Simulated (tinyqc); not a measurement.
Admittance spectroscopy and thermally stimulated current of one trap level in a depletion layer: one step, computed by the program tinyqc.

A Schottky junction on n-type material holds one donor-like electron trap; shallow donors are fully ionised and abrupt depletion edges are assumed.

Problem. The capacitance step. With E_c - E_F = k_B T_p ln(N_c/N): lambda = sqrt(2 eps eps_0 (E_t - (E_c - E_F))/(e^2 N)); traps are empty and charged for x < x_t = w - lambda, and V_b = e (N w^2 + N_t x_t^2)/(2 eps eps_0). High frequency: C_hf = eps eps_0/w. Low frequency: C_lf = eps eps_0 (N + N_t)/(N w + N_t x_t).

Inputs (values chosen for the exercise, modelled on n-type GaAs): dielectric constant eps = 12.6; shallow doping N = 4e+15 1/cm^3; trap density N_t = 3e+14 1/cm^3; trap depth E_t below the band = 0.16 eV; band bending V_b = 0.79 V.

E_c - E_F = k_B T_p ln(N_c/N) = 0.04038205 eV

Constants: eps_0 = 8.8541878128e-12 F/m; e = 1.602176634e-19 C.

Give: lambda; depletion width w; crossing point x_t; C_hf; C_lf; step (C_lf - C_hf)/C_hf; small-N_t estimate (N_t/N)(lambda/w).

Solution.

lambda = 204.1 nm

depletion width w = 517.4 nm

crossing point x_t = 313.3 nm

C_hf = 21.56 nF/cm^2

C_lf = 22.17 nF/cm^2

step (C_lf - C_hf)/C_hf = 0.02830

small-N_t estimate (N_t/N)(lambda/w) = 0.02958

Reading N_t/N straight from the step would give 0.0283 against the true 0.0750: the factor lambda/w must be known.
